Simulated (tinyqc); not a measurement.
# CMOS inverter, nodal equation and switching: what changes with what

An n-channel pull-down (bn, VTn) and a p-channel pull-up (bp, VTp) share the input Vin and the output node Vout, which carries the load C. Transistor (EKV form, voltages against the body): I = 2 n b Vt^2 [F(vp - Vs) - F(vp - Vd)] from drain to source, F(v) = ln^2(1 + exp(v/(2 Vt))), vp = (Vg - VT + sg |Vd - Vs|)/n. n-channel bodies are at 0; for the p-channel device all voltages are counted down from Vdd. b in uA/V^2 gives I in uA. Static: In = Ip. Transient: C dVout/dt = Ip - In. No velocity saturation, no gate capacitance beyond C.

Values chosen for this exercise: temperature T = 300 K; supply voltage Vdd = 0.75 V; slope factor n = 1.22; drain-induced barrier lowering sg = 0.109; n-channel threshold VTn = 0.26 V; p-channel threshold (magnitude) VTp = 0.41 V; gain factor of the pull-down transistor bn = 360 uA/V^2; gain factor of the pull-up transistor bp = 180 uA/V^2; load capacitance C = 1.2 fF.

Constants: q = 1.602176634e-19 C, kB = 1.380649e-23 J/K, Vt = kB T/q. Results are converted to the units shown.

Each table varies one quantity; the others keep the values above.

## Energy per operation against supply voltage

For a step input the delay to Vdd/2 is tHL = C times the integral of dV/(In - Ip) from Vdd/2 to Vdd at Vin = Vdd, and tLH likewise with Ip - In from 0 to Vdd/2 at Vin = 0. A chain of 100 such gates sets the cycle time tc = 100 (tHL + tLH)/2; per gate and cycle the switching energy is 0.2 C Vdd^2 and the leakage energy Vdd Ileak tc, Ileak the mean supply current at Vin = 0 and Vdd.

Energy per operation against supply voltage:
```
Vdd (V),tc (ns),switching (aJ),leakage (aJ),total (aJ)
0.2,1.379e4,9.600,376.7,386.3
0.25,2552,15.00,112.1,127.1
0.3,604.3,21.60,38.37,59.97
0.35,165.2,29.40,14.57,43.97
0.4,54.92,38.40,6.568,44.97
0.5,11.99,60.00,2.518,62.52
0.6,5.047,86.40,1.785,88.18
0.8,2.019,153.6,1.866,155.5
1,1.207,240.0,2.716,242.7
```

The total energy goes from 386 through a minimum of 44.0 (at Vdd = 0.35 V among the rows listed) to 243 aJ, while the cycle time falls from 13800 to 1.21 ns. Leakage makes up 98 % of the total in the first row and 1.1 % in the last. Below threshold the cycle lengthens exponentially and leakage flows for all of it, hence the minimum. Lower supplies are left out, since the output no longer swings to within 20 % of both rails. For Vdd = 0.8 to 1 V the overdrive passes 0.5 V, where velocity saturation, left out here, would lengthen the delays of short devices. For Vdd = 0.2 to 0.4 V the supply is below a threshold, where mismatch, left out here, dominates margins and delay.

## Effect of the gain factor of the pull-up transistor

Same model as above.

VM solves In = Ip with Vin = Vout; VIL and VIH are the inputs of gain -1, NML = VIL - Vout(VIH), NMH = Vout(VIL) - VIH.

Effect of the gain factor of the pull-up transistor:
```
bp (uA/V^2),VM (V),gain at VM,NML (V),NMH (V),tHL (ps),tLH (ps)
72,0.2630,-9.164,0.1562,0.4085,10.08,94.90
110,0.2746,-9.166,0.1694,0.3950,10.08,62.12
170,0.2866,-9.168,0.1832,0.3811,10.08,40.19
260,0.2983,-9.170,0.1967,0.3675,10.08,26.28
400,0.3103,-9.171,0.2104,0.3537,10.08,17.08
610,0.3220,-9.172,0.2240,0.3402,10.08,11.20
940,0.3339,-9.172,0.2378,0.3265,10.08,7.269
1400,0.3449,-9.172,0.2505,0.3140,10.08,4.881
```

As bp goes from 72 to 1400 uA/V^2, VM rises from 0.263 to 0.345 V, the size of the gain stays near 9.17, tHL stays near 10.1 ps and tLH falls from 94.9 to 4.88 ps. The smaller margin is largest, 0.251 V, at bp = 1400 uA/V^2 among the rows. A stronger pull-up raises VM and trades low-side against high-side margin.

## Effect of the supply voltage

Same model as above.

Results:
```
Vdd (V),VM (V),gain at VM,NML (V),NMH (V),tHL (ps),tLH (ps)
0.3,0.07312,-6.652,0.02021,0.1928,174.4,1.191e4
0.5,0.1708,-9.068,0.1038,0.2794,25.74,214.0
0.6,0.2188,-9.148,0.1407,0.3208,16.17,84.77
0.8,0.3105,-9.170,0.1964,0.3981,8.927,31.45
1,0.3969,-9.173,0.2285,0.4723,6.077,18.07
1.2,0.4809,-9.174,0.2486,0.5462,4.587,12.42
```

Estimate the missing row, Vdd = 0.4 V.

Computed row:
```
Vdd (V),VM (V),gain at VM,NML (V),NMH (V),tHL (ps),tLH (ps)
0.4,0.1219,-8.644,0.06303,0.2365,52.36,1046
```

With this row back in the table: As Vdd goes from 0.3 to 1.2 V, VM rises from 0.0731 to 0.481 V, the size of the gain rises from 6.65 to 9.17, tHL falls from 174 to 4.59 ps and tLH falls from 11900 to 12.4 ps. The smaller margin is largest, 0.249 V, at Vdd = 1.2 V among the rows. For Vdd = 0.8 to 1.2 V the overdrive passes 0.5 V, where velocity saturation, left out here, would lengthen the delays of short devices. For Vdd = 0.3 to 0.4 V the supply is below a threshold, where mismatch, left out here, dominates margins and delay.

Numbers from tinyqc (`OMP_NUM_THREADS=1 python tinyqc.py 2340132 2340133 out.jsonl`; about 0.04 s on one thread of a shared Intel Xeon 2.30GHz).
